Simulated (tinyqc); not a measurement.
What each parameter does: quaternary alloy A(x)B(1-x)C(y)D(1-y) matched to a substrate.

Q(x,y) = x y Q_AC + x (1 - y) Q_AD + (1 - x) y Q_BC + (1 - x)(1 - y) Q_BD for the lattice constant. Gap, rule 1: Q(x,y) - x (1 - x)[y C_ABC + (1 - y) C_ABD] - y (1 - y)[x C_ACD + (1 - x) C_BCD]. Rule 2 (mean of ternaries): {x (1 - x)[y T_ABC(x) + (1 - y) T_ABD(x)] + y (1 - y)[x T_ACD(y) + (1 - x) T_BCD(y)]}/{x (1 - x) + y (1 - y)}, T_ABC(x) = x E_AC + (1 - x) E_BC - C_ABC x (1 - x), T_ACD(y) = y E_AC + (1 - y) E_AD - C_ACD y (1 - y), and alike. Only the Gamma valley is followed.

Matching a(x,y) = a_s gives x = (a_s - y a_BC - (1 - y) a_BD)/(y (a_AC - a_BC) + (1 - y)(a_AD - a_BD)).

Inputs chosen for the exercise (AC, AD, BC, BD near GaAs, GaSb, InAs and InSb; substrate near InAs; not measured data):

| symbol | value | unit | meaning |
|---|---|---|---|
| a | (5.646, 6.087, 6.067, 6.48) | angstrom | lattice constants of AC, AD, BC, BD |
| Eg | (1.511, 0.805, 0.413, 0.233) | eV | gaps at Gamma of AC, AD, BC, BD |
| Cb | (0.488, 0.408, 1.42, 0.703) | eV | bowing of ABC, ABD, ACD, BCD |
| a_s | 6.067 | angstrom | substrate |
| y | 0.14 |  | fraction of C |

x is matched anew each time.

Results for these values:

| case | x | rule 1 (eV) | rule 2 (eV) |
|---|---|---|---|
| base | 0.8948 | 0.6346 | 0.7278 |

What happens to each result for a = (5.656, 6.087, 6.067, 6.48) angstrom, all else kept?

Answer: x rises from 0.8948 to 0.8980; rule 1 rises from 0.6346 to 0.6374; rule 2 rises from 0.7278 to 0.7293.

The same for each parameter in turn:

| case | x | rule 1 (eV) | rule 2 (eV) |
|---|---|---|---|
| base | 0.8948 | 0.6346 | 0.7278 |
| y = 0.15 | 0.8838 | 0.6217 | 0.7216 |
| a_s = 6.063 angstrom | 0.9049 | 0.6436 | 0.7325 |
| Cb = (0.586, 0.49, 1.704, 0.844) eV | 0.8948 | 0.5943 | 0.7061 |
| Eg = (1.561, 0.805, 0.413, 0.233) eV | 0.8948 | 0.6409 | 0.7340 |
| a = (5.656, 6.087, 6.067, 6.48) angstrom | 0.8980 | 0.6374 | 0.7293 |

Computed by tinyqc, a small Python program: `OMP_NUM_THREADS=1 python tinyqc.py 1050654 1050655 out.jsonl` (the numbers bound the seed that draws the inputs); one thread of a shared host (Intel(R) Xeon(R) Processor @ 2.30GHz), about 0.01 s for the whole set of steps.
